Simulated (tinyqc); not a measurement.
Coupled-perturbed Hartree-Fock on RHF in the 6-311g basis, for H2, spin multiplicity 1, step by step. The polarisability along this axis is zero because the basis has no function that the field can mix in; the real value is not. One step of it, computed by the program tinyqc.

Problem. Orthogonalisation. S = U s U^T; symmetric (Loewdin) form X = U s^(-1/2) U^T, so that X^T S X = 1.

overlap S:
```
          1H 1s     1H 2s     1H 3s     2H 1s     2H 2s     2H 3s
1H 1s  1.000000  0.706377  0.373664  0.246631  0.410045  0.306146
1H 2s  0.706377  1.000000  0.788963  0.410045  0.710160  0.669561
1H 3s  0.373664  0.788963  1.000000  0.306146  0.669561  0.897699
2H 1s  0.246631  0.410045  0.306146  1.000000  0.706377  0.373664
2H 2s  0.410045  0.710160  0.669561  0.706377  1.000000  0.788963
2H 3s  0.306146  0.669561  0.897699  0.373664  0.788963  1.000000
```

Give: eigenvalues of S; X.

Solution.

eigenvalues of S: 0.0335  0.1390  0.1983  0.8387  0.9137  3.8767

X:
```
         1H 1s    1H 2s    1H 3s    2H 1s    2H 2s    2H 3s
1H 1s   1.3754  -0.7511   0.2172  -0.0081  -0.0044  -0.0361
1H 2s  -0.7511   2.3775  -1.1472  -0.0044  -0.6264   0.3902
1H 3s   0.2172  -1.1472   2.7654  -0.0361   0.3902  -1.6023
2H 1s  -0.0081  -0.0044  -0.0361   1.3754  -0.7511   0.2172
2H 2s  -0.0044  -0.6264   0.3902  -0.7511   2.3775  -1.1472
2H 3s  -0.0361   0.3902  -1.6023   0.2172  -1.1472   2.7654
```
